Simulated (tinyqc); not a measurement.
Short-channel transistor, virtual-source model with series resistance: one step of the calculation.

The current per gate width is the charge at the top of the source barrier (the virtual source) times its velocity times a saturation function; al and be are fitting constants of the model. Units: I in uA/um, Rs in ohm um, so I Rs = 1e-6 I Rs in volts; Q in uC/cm^2, so I = 1e-4 Q vx0 Fsat with vx0 in cm/s.

Task. Current through the series resistance. Intrinsic voltages Vg' = Vgs - I Rs, Vd' = Vds - 2 I Rs. n = n0 + nd Vd', VT = VT0 - dl Vd', Ff = 1/(1 + exp((Vg' - VT + al Vt/2)/(al Vt))), Q = Cinv n Vt ln(1 + exp((Vg' - VT + al Vt Ff)/(n Vt))), Vdsat = (vx0 L/mu)(1 - Ff) + Vt Ff, Fsat = u/(1 + u^be)^(1/be) with u = Vd'/Vdsat, and I(out) = Q vx0 Fsat per width. (Fsat takes the sign of u.) Newton step: I(new) = I + (I(out) - I)/(1 - s), s = dI(out)/dI by a central difference with +/- 0.001 uA/um.

Inputs (values chosen for the exercise): temperature T = 350 K; inversion capacitance Cinv = 3.51 uF/cm^2; velocity at the virtual source vx0 = 1.57e7 cm/s; apparent mobility mu = 130 cm^2/(V s); channel length L = 45 nm; threshold at zero drain voltage VT0 = 0.49 V; drain-induced barrier lowering dl = 0.137 V/V; subthreshold factor n0 = 1.18; growth of n with drain voltage nd = 0.05 1/V; threshold shift (in units of Vt) from weak to strong inversion al = 3.5; sharpness of saturation be = 2; series resistance of each contact Rs = 30 ohm um; gate voltage Vgs = 0.7 V; drain voltage Vds = 0.7 V.

Constants: q = 1.602176634e-19 C, kB = 1.380649e-23 J/K, Vt = kB T/q. Results are converted to the units shown.

I after iteration 1 = 1135.1899 uA/um

Wanted: Vg'; Vd'; VT; Ff; Q; Vdsat; Fsat; I(out); s; I after iteration 2.

Result.

Vg' = 0.66594 V
Vd' = 0.63189 V
VT = 0.40343 V
Ff = 0.048026
Q = 0.93930 uC/cm^2
Vdsat = 0.51881 V
Fsat = 0.77287
I(out) = 1139.8 uA/um
s = -0.19130
I after iteration 2 = 1139.0 uA/um

tinyqc, about 0.01 s, one thread, Intel Xeon 2.30GHz (shared host): `OMP_NUM_THREADS=1 python tinyqc.py 2380031 2380032 out.jsonl`
